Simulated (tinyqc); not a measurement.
# p-n diode with diffusion and depletion-layer recombination, step by step

Program tinyqc, `OMP_NUM_THREADS=1 python tinyqc.py 2260011 2260012 out.jsonl`; Intel Xeon 2.30GHz, shared host, one thread, about 0.01 s. Printed values are rounded.

Abrupt junction in the depletion approximation, low injection, full ionisation, neutral widths fixed, ohmic contact on the p side. Vj is the junction voltage; where a series resistance Rs is given, V = Vj + J Rs is the terminal voltage.

Values chosen for this exercise; band and dielectric values close to those of 4H silicon carbide: temperature T = 300 K; band gap Eg = 3.32 eV; relative permittivity eps_r = 9.52; conduction-band density of states at T Nc = 1.71e19 cm^-3; valence-band density of states at T Nv = 2.54e19 cm^-3; acceptor density Na = 1.1e17 cm^-3; donor density Nd = 5.6e16 cm^-3; electron mobility in the p side mun = 500 cm^2/(V s); hole mobility in the n side mup = 79 cm^2/(V s); electron lifetime tn = 2e-8 s; hole lifetime tp = 3e-9 s; neutral width of the p side wp = 2.5 um; neutral width of the n side wn = 290 um; recombination velocity at the n contact Sp = 1e7 cm/s; series resistance Rs = 0.00012 ohm cm^2; trap level above the intrinsic level Et = 0 eV; junction voltage at which recombination is evaluated Vj = 1.34 V; terminal voltage V = 2.96 V.

Constants: q = 1.602176634e-19 C, kB = 1.380649e-23 J/K, Vt = kB T/q, eps0 = 8.8541878128e-14 F/cm where lengths are in cm. Results are converted to the units shown.

## Diffusion lengths and saturation currents

ni = sqrt(Nc Nv) exp(-Eg/(2 Vt)), Eg in volts; D = mu Vt; Ln = sqrt(Dn tn), Lp = sqrt(Dp tp); J0n = q ni^2 Dn coth(wp/Ln)/(Ln Na); J0p = (q ni^2 Dp/(Lp Nd)) (s + tanh(wn/Lp))/(1 + s tanh(wn/Lp)), s = Sp Lp/Dp.

ni = 2.70484e-9 cm^-3
Ln = 5.08449 um
Lp = 0.782747 um
J0n = 5.94669e-49 A/cm^2
J0p = 5.46144e-49 A/cm^2

wp/Ln = 0.49 and wn/Lp = 370; electrons carry 52.1 % of the diffusion current.

## Recombination in the depleted layer

ni = sqrt(Nc Nv) exp(-Eg/(2 Vt)), Eg in volts. Vbi = Vt ln(Na Nd/ni^2), W = sqrt(2 eps0 eps_r (Vbi - Vj)(1/Na + 1/Nd)/q), xp = W Nd/(Na + Nd), xn = W Na/(Na + Nd); u(x) = q Na (x + xp)^2/(2 eps0 eps_r) for x < 0 and Vbi - Vj - q Nd (xn - x)^2/(2 eps0 eps_r) for x > 0; p = Na exp(-u/Vt), n = Nd exp((u - Vbi + Vj)/Vt); U = ni^2 (exp(Vj/Vt) - 1)/(tp (n + ni exp(Et/Vt)) + tn (p + ni exp(-Et/Vt))); J_scr = q times the integral of U from -xp to xn. Trapezoid rule on 16 equal steps.

W = 218.998 nm

```
point   x (nm)    u (V)    n (cm^-3)    p (cm^-3)  U (cm^-3 s^-1)
0      -73.879  0.00000  2.15725e-12       1.1e17      1.07863e-4
1      -60.191  0.01959  4.60169e-12   5.15676e16      2.30084e-4
2      -46.504  0.07834  4.46647e-11   5.31287e15      0.00223324
3      -32.817  0.17627   1.97262e-9   1.20296e14       0.0986311
4      -19.129  0.31336   3.96420e-7   5.98603e11         19.8210
5       -5.442  0.48963   3.62492e-4    6.54630e8         18124.6
6        8.245  0.69434     0.996068    2.38235e5       4.98033e7
7       21.933  0.88378      1516.25      156.504      3.09030e10
8       35.620  1.05328    1.06722e6     0.222352       7.41173e7
9       49.307  1.20284    3.47326e8   6.83213e-4       2.27738e5
10      62.995  1.33246   5.22666e10   4.54014e-6         1513.38
11      76.682  1.44214   3.63675e12   6.52500e-8         21.7500
12      90.370  1.53187   1.17005e14   2.02810e-9        0.676034
13     104.057  1.60167   1.74059e15  1.36332e-10       0.0454439
14     117.744  1.65152   1.19727e16  1.98199e-11      0.00660664
15     131.432  1.68143   3.80793e16  6.23167e-12      0.00207722
16     145.119  1.69140       5.6e16  4.23746e-12      0.00141249
```

J_scr = 6.80411e-15 A/cm^2

With 2000 steps J_scr = 3.114e-15 A/cm^2; the coarse value is 2.18 times it. U is largest at x = 21.9 nm among these points; the peak lies where tp n = tn p. On the fine grid U peaks at 3.144e10 cm^-3 s^-1, and J_scr/(q U_max) is 2.82 % of W, the effective width of the recombining zone.

## Starting value

Vj = Vt ln(V/(Rs J0)), the value at which all of V would drop over Rs.

Vj at the start = 3.11531 V

## Iteration 1: new Vj

J0 = J0n + J0p = 1.14081e-48 A/cm^2

Diffusion current alone: J = J0 (exp(Vj/Vt) - 1), g = Vj + J Rs - V, g' = 1 + Rs J0 exp(Vj/Vt)/Vt, Vj(new) = Vj - g/g'.

J = 24666.7 A/cm^2
g = 3.11531 V
g' = 115.498
Vj after iteration 1 = 3.08834 V

## Iteration 2: new Vj

As before.

J = 8689.33 A/cm^2
g = 1.17106 V
g' = 41.3342
Vj after iteration 2 = 3.06001 V

## Iteration 3: new Vj

As before.

J = 2904.29 A/cm^2
g = 0.448520 V
g' = 14.4811
Vj after iteration 3 = 3.02903 V

## Course of the iteration

Stop when the step is below 1e-10 V, or after 80 iterations.

Course of the iteration:
```
iteration  Vj before the step (V)   step (V)
1                         3.11531    -0.0270
2                         3.08834    -0.0283
3                         3.06001    -0.0310
4                         3.02903    -0.0344
5                         2.99466    -0.0301
6                         2.96457   -9.92e-3
7                         2.95465   -4.60e-4
8                         2.95419   -7.60e-7
9                         2.95419  -2.05e-12
```

Converged in 9 iterations.
